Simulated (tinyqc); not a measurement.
Bloch-Grueneisen resistivity of a metal: one step, computed by the program tinyqc.

Electrons scatter from a Debye spectrum of phonons (n = 5 for scattering within one band, n = 3 for scattering into a second, heavy band) and from static defects.

Task: The integral and the phonon part. J_n(y) = int_0^y x^n e^x/(e^x - 1)^2 dx, by 96 Gauss-Legendre points (upper limit at most 60). rho_ph = (n - 1) rho_1 (T/Theta)^n J_n(Theta/T), with rho_1 = 2 pi lambda_tr k_B Theta/(hbar eps_0 w_p^2), the high-temperature line at T = Theta.

Inputs (values chosen for the exercise, modelled on gold): exponent n = 5; Debye temperature Theta = 187 K; temperature T = 120 K.

Addition: none.

rho_1 = 1.458484 microohm cm

Give: Theta/T; J_n; phonon resistivity rho_ph.

Result:

Theta/T = 1.558

J_n = 1.292

phonon resistivity rho_ph = 0.8203 microohm cm

This is 87.6 % of the straight line rho_1 T/Theta.
